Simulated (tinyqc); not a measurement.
Plane-wave Kohn-Sham cycle with exchange-only LDA in a layered model solid, step by step. One step of it, computed by the program tinyqc.

Task: Iteration 1: Hamiltonian at one k. H(m,m') = (k + G_m)^2/2 delta + V(G_m - G_m'), with V(-G) = V(G).

A solid whose potential varies along x alone (atomic units):
```
parameter                      value
period a                   14.000000
cross-section of the cell  31.000000
electrons per cell                 4
grid points                       16
plane waves -n..n, n               3
k points                           4
V1 in V1 cos(2 pi x/a)     -0.490000
V2 in V2 cos(4 pi x/a)     -0.100000
```

V(G_m), m = 0, 1, 2, ... (hartree): [-0.206465, -0.245000, -0.050000, 0.000000, 0.000000, 0.000000, 0.000000]

k = 0.125000 2 pi / a

Give: H.

Result:

H (hartree), order -3, -2, -1, +0, +1, +2, +3:
$$\begin{pmatrix}
0.6260 & -0.2450 & -0.0500 & 0.0000 & 0.0000 & 0.0000 & 0.0000 \\
-0.2450 & 0.1476 & -0.2450 & -0.0500 & 0.0000 & 0.0000 & 0.0000 \\
-0.0500 & -0.2450 & -0.1294 & -0.2450 & -0.0500 & 0.0000 & 0.0000 \\
0.0000 & -0.0500 & -0.2450 & -0.2049 & -0.2450 & -0.0500 & 0.0000 \\
0.0000 & 0.0000 & -0.0500 & -0.2450 & -0.0790 & -0.2450 & -0.0500 \\
0.0000 & 0.0000 & 0.0000 & -0.0500 & -0.2450 & 0.2483 & -0.2450 \\
0.0000 & 0.0000 & 0.0000 & 0.0000 & -0.0500 & -0.2450 & 0.7770
\end{pmatrix}$$
